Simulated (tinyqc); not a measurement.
Inside a calculation: configuration-coordinate model of carrier capture at a defect. Values are carried at full precision from step to step, so a last printed digit may differ when a step is redone from the rounded ones.

Two parabolas of equal curvature k in one coordinate Q: with the carrier free at the band edge, U_f = k Q^2/2; with the carrier trapped, U_t = k (Q - dQ)^2/2 - ET. ER = k dQ^2/2, Huang-Rhys factor S = ER/hw, hw = 0.0646541 sqrt(k/M) eV for k in eV/angstrom^2 and M in u. The curves cross at a height Eb = (ER - ET)^2/(4 ER) above the free minimum.

Constants: kB = 8.617333262e-05 eV/K.

Parameters, chosen for this exercise (of the size met at an oxide trap near a Si / SiO2 interface; shifted at random, so the results belong to these values and not to a real crystal):
```
symbol  value  unit  meaning
ET      0.23   eV    thermal depth of the level below the band edge
ER      1.07   eV    relaxation energy
hw      0.037  eV    phonon energy of the mode
M       28     u     mass of the mode
T       250    K     temperature
nu      1e+12  1/s   attempt rate
```

## The two parabolas

Form S, k, dQ, the crossing point Qc = (ER - ET)/(k dQ), Eb, and the emission barrier Eb + ET.

S = 28.919
k = 9.1700 eV/angstrom^2
dQ = 0.4831 angstrom
Qc = 0.1896 angstrom

barriers (eV): capture 0.1649, emission 0.3949

ER > ET: the crossing lies between the two minima (large relaxation); at Q = 0 the trapped level lies above the band edge.

## Optical transitions

Vertical ionisation from the trapped minimum costs ET + ER; vertical capture from the free minimum releases ET - ER (none if negative); the band has a standard deviation sqrt(S hw^2 coth(hw/2kT)) with S = ER/hw, and a full width 2.35482 times that.

energies (eV): ionisation peak 1.300, zero-phonon 0.230, emission peak -0.840

coth(hw/2kT) = 1.4376
standard deviation = 0.2386 eV
full width = 0.5618 eV

Vertical capture would need energy: there is no luminescence peak (at most a tail of the broadened line), and a carrier freed by light must cross the barrier Eb to return or tunnel through it; where tunnelling is slow this gives persistent photoconductivity at low temperature. The optical peak exceeds the thermal depth by a factor 5.65.

## The multiphonon factor

Multiphonon factor for giving p = ET/hw phonons to the lattice: W = exp(-S (2 nb + 1)) ((nb + 1)/nb)^(p/2) I_p(x), nb = 1/(exp(hw/kT) - 1), x = 2 S sqrt(nb (nb + 1)), I_p the modified Bessel function. Classical limit: W = hw exp(-Eb/kT)/sqrt(4 pi ER kT). At T = 0: exp(-S) S^p/Gamma(p + 1).

Form p, nb, x and ln W, the classical ln W, and the capture time 1/(nu W).

p, nb, x: [6.2162, 0.2188, 29.8676]

ln W: quantum -9.637, classical -10.330

capture time = 1.53e-08 s

The quantum factor is 2 times the classical one at kT/hw = 0.58: the classical form serves within a factor of e.

## Emission by detailed balance

For equal degeneracies and one band-edge state, emission time = capture time x exp(ET/kT).

ET/kT = 10.676
log10 of the emission time in s = -3.18

## Checks

- Ln W for the nearest whole p against the double Poisson sum over emitted and absorbed phonons: both -9.77773.

tinyqc: `OMP_NUM_THREADS=1 python tinyqc.py 1480770 1480771 out.jsonl`; about 0.01 s, one thread, shared Intel(R) Xeon(R) Processor @ 2.30GHz.
